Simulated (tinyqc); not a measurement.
Worked calculation: tight binding, honeycomb lattice. One step of it, computed by the program tinyqc.

Task: Bloch Hamiltonian at K. H_AB = -t1 (1 + exp(-i k.a1) + exp(-i k.a2)); H_AA = delta - 2 t2 sum cos(k.b + phi), H_BB = -delta - 2 t2 sum cos(k.b - phi), b = a1, a2 - a1, -a2.

Parameters chosen for this model:
```
parameter      value                        unit
t1          2.620000                 eV, nearest
t2                 0       eV, second neighbours
phi        -1.080000  rad, phase of t2 (Haldane)
delta       2.280000          eV, +/- on A and B
```

k point K (fractions of the reciprocal vectors): 0.333333  0.666667

Give: H(k) at K.

Result:

H(k) at K (eV):
```
        A        B
A  2.2800   0.0000
B  0.0000  -2.2800
```
